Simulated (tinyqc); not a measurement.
Worked calculation: smearing for a one-band metal on the bcc lattice. Values are carried at full precision from step to step, so a last printed digit may differ when a step is redone from the rounded ones.

Lattice vectors (units of a): a1 = (-1/2, 1/2, 1/2), a2 = (1/2, -1/2, 1/2), a3 = (1/2, 1/2, -1/2). E(k) = -t A_1(k) - t2 A_2(k), A_m the sum of cos(k . R) over the 8 nearest and 6 second lattice vectors. Mesh k = sum (j_i/N) b_i, j_i = 0 .. N-1.

Values chosen for the exercise:
- t = 1.17 eV (nearest hopping)
- t2 = 0.17 eV (second hopping)
- N = 5 (unshifted mesh)
- ne = 1.15 (electrons per cell)
- sigma = 0.585 eV (width)

## Levels on the mesh

Evaluate the band and collect equal energies with their counts.

Distinct levels:
```
E_k (eV),points
-10.3800,1
-6.6763,12
-3.2973,6
-1.8282,24
-0.6837,12
0.5490,8
1.1682,24
2.1700,24
4.6410,8
6.7873,6
```

10 distinct levels; the mean spacing is 1.907 eV.

## Fermi level with Fermi-Dirac smearing

With x = (E_k - mu)/sigma: Fermi-Dirac f = 1/(1 + exp(x)), s = -f ln f - (1 - f) ln(1 - f). With weights w = points/N^d (d the dimension), mu solves 2 sum w f = ne; E = 2 sum w f E_k, S = 2 sum w s, F = E - sigma S.

Weights w = points/total. Bisection from the lowest and highest level; ten steps are shown.

Bisection:
```
step,low (eV),high (eV),mu (eV),electrons
1,-10.3800,6.7873,-1.7963,0.5244
2,-1.7963,6.7873,2.4955,1.5978
3,-1.7963,2.4955,0.3496,0.9884
4,0.3496,2.4955,1.4225,1.2952
5,0.3496,1.4225,0.8861,1.1312
6,0.8861,1.4225,1.1543,1.2117
7,0.8861,1.1543,1.0202,1.1709
8,0.8861,1.0202,0.9531,1.1509
9,0.8861,0.9531,0.9196,1.1410
10,0.9196,0.9531,0.9364,1.1459
```

## Occupations and energies

Converge mu, then list x, f and s of each level and form the sums.

mu = 0.9502 eV

x, f and s of each level:
```
E_k (eV),x,f,s
-10.3800,-19.37,1.0000,0.0000
-6.6763,-13.04,1.0000,0.0000
-3.2973,-7.26,0.9993,0.0058
-1.8282,-4.75,0.9914,0.0494
-0.6837,-2.79,0.9423,0.2206
0.5490,-0.69,0.6650,0.6376
1.1682,0.37,0.4079,0.6761
2.1700,2.09,0.1105,0.3477
4.6410,6.31,0.0018,0.0133
6.7873,9.98,0.0000,0.0005
```

E = -2.2610 eV
S = 0.5384
F = -2.5759 eV
(E + F)/2 = -2.4185 eV

Levels with f between 0.001 and 0.999: 6. (E + F)/2 removes the term in sigma^2 for this scheme. That argument needs a smooth density of states, and the number of distinct levels within 2 sigma of mu is only 2, so it may fail on this mesh.

## Checks

- The slope dF/d sigma by finite differences against -S: both -0.53837.
- The slope dF/d ne by finite differences against mu (eV): both 0.95017.

(tinyqc, `OMP_NUM_THREADS=1 python tinyqc.py 1650339 1650340 out.jsonl`, Intel(R) Xeon(R) Processor @ 2.30GHz, 1 thread, shared host, about 0.3 s.)
